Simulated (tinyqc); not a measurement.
Worked calculation: plane-wave Kohn-Sham cycle with exchange-only LDA in a layered model solid. Computed by tinyqc, a small Python program that keeps every step. Settings: points = 16, plane-wave index or count = 2, electrons = 4, k points = 4, area = 38.0, mixing = 1.0, iteration cap = 77. Command: `OMP_NUM_THREADS=1 python tinyqc.py 25826 25827 out.jsonl` (the two numbers bound the seeds that draw the settings). One thread of a shared host (Intel(R) Xeon(R) Processor @ 2.60GHz), about 0.03 s of CPU time with the checks.

A solid whose potential varies along x alone (atomic units):

| parameter | value |
|---|---|
| period a | 11.300000 |
| cross-section of the cell | 38.000000 |
| electrons per cell | 4 |
| grid points | 16 |
| plane waves -n..n, n | 2 |
| k points | 4 |
| V1 in V1 cos(2 pi x/a) | -0.260000 |

Stop when sqrt(dV sum R^2) is below 1e-8, dV = a A/N.

Course of the cycle:

| iteration | E (hartree) | norm of the residual |
|---|---|---|
| 1 | -0.661942 | 1.21e-01 |
| 2 | -0.629249 | 1.16e-01 |
| 3 | -0.648192 | 1.14e-01 |
| 4 | -0.622608 | 1.12e-01 |
| 5 | -0.640707 | 1.11e-01 |
| 6 | -0.618517 | 1.09e-01 |
| 7 | -0.636078 | 1.08e-01 |
| 8 | -0.615913 | 1.08e-01 |
| 9 | -0.633126 | 1.07e-01 |
| 10 | -0.614221 | 1.06e-01 |
| 11 | -0.631204 | 1.06e-01 |
| ... | ... | ... |
| 67 | -0.627364 | 1.04e-01 |
| 68 | -0.610845 | 1.04e-01 |
| 69 | -0.627364 | 1.04e-01 |
| 70 | -0.610845 | 1.04e-01 |
| 71 | -0.627364 | 1.04e-01 |
| 72 | -0.610845 | 1.04e-01 |
| 73 | -0.627364 | 1.04e-01 |
| 74 | -0.610845 | 1.04e-01 |
| 75 | -0.627364 | 1.04e-01 |
| 76 | -0.610845 | 1.04e-01 |
| 77 | -0.627364 | 1.04e-01 |

Can the last value be used, and what does the course show?

Not by the stop rule. Not converged within 77 iterations: the residual has stopped falling: the iteration swings between two states. Reruns (cap 100 unless said): mixing 0.1: not converged; mixing 0.5, Kerker q0 1.0: converged in 59 (E = -0.53551); mixing 0.3, Pulay depth 5: converged in 9 (E = -0.53551); the original settings with a cap of 400: not converged.
